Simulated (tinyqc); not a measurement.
Thermal stress, cracking, delamination and buckling of a thin film; Griffith cracks and misfitting inclusions: one step, computed by the program tinyqc.

Isotropic linear elasticity; the substrate is much thicker than the film; stress is positive in tension.

Task: Elastic mismatch. Dundurs alpha = (Ebar - Ebar_s)/(Ebar + Ebar_s), with Ebar_s = E_s/(1 - nu_s^2). The channel-crack factor is taken as g = 1.258 (1 - alpha)^(-0.7), a rough interpolation chosen for the exercise (1.258 is the value for matched materials).

Inputs (values chosen for the exercise, for a model film): deposition temperature T_d = 1125 K; final temperature T = 300 K; substrate Young's modulus E_s = 160 GPa; substrate Poisson ratio nu_s = 0.23.

Ebar = 341.0553 GPa

Give: Dundurs alpha; factor g.

Result:

Dundurs alpha = 0.33749

factor g = 1.6782

A stiff film on a softer substrate opens wider and cracks more easily.
